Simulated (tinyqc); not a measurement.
Deal-Grove kinetics of thermal oxidation of silicon: one step, computed by the program tinyqc.

Oxidant diffuses through the oxide and reacts at the interface, so that dx/dt = B/(A + 2x) for the oxide thickness x.

Question. A second oxidation in the same ambient. B = B0 p exp(-E_B/(k_B T)), B/A = (B/A)0 p^m exp(-E_A/(k_B T)), p in atm; A = B/(B/A). Temperatures in kelvin are T(C) + 273.15. Step 2 starts from the thickness x of step 1, with B and A at T2: tau2 = (x^2 + A2 x)/B2 and x2 = (A2/2) [sqrt(1 + 4 B2 (t2 + tau2)/A2^2) - 1].

Inputs (values chosen for the exercise, close to those used for silicon):
```
quantity                       value    unit
prefactor B0                     769  um^2/h
activation energy E_B           1.22      eV
prefactor (B/A)0            6.07e+06    um/h
activation energy E_A           1.98      eV
temperature T                   1000       C
oxidant pressure p                 1     atm
pressure exponent m of B/A      0.76       -
temperature of step 2, T2       1000       C
time of step 2, t2              0.85       h
```

Ambient: dry oxygen. Surface: (111). Extension: second step.

oxide thickness x = 0.03748024 um

Constants: k_B = 8.617333262e-05 eV/K.

Give: B2; A2; tau2; thickness after both steps x2.

Answer.

B2 = 0.01139 um^2/h

A2 = 0.1292 um

tau2 = 0.5484 h

thickness after both steps x2 = 0.07718 um
